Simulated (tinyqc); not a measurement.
Thermal resistances of a two-die stack.

Problem. Heat leaves through the lower die only, and the system is linear. Find the resistance R1 from the lower die to the coolant, R2 between the dies, and the rise of the upper die when both are powered.

Inputs (values chosen for the exercise):
- P1 = 29 W (power of the lower die)
- P2 = 16 W (power of the upper die)

rises of the lower and upper die with only the lower one powered (K): [16.53, 16.53]
rises of the lower and upper die with only the upper one powered (K): [9.12, 14.56]

Solution. With only the lower die powered no heat crosses R2, so both dies rise by P1 R1; the difference in the second test is P2 R2; rises add.

R1 = 0.5700 K/W
R2 = 0.3400 K/W
rise of the upper die = 31.09 K

tinyqc, about 0.03 s, one thread, Intel Xeon 2.30GHz (shared host): `OMP_NUM_THREADS=1 python tinyqc.py 2162209 2162210 out.jsonl`
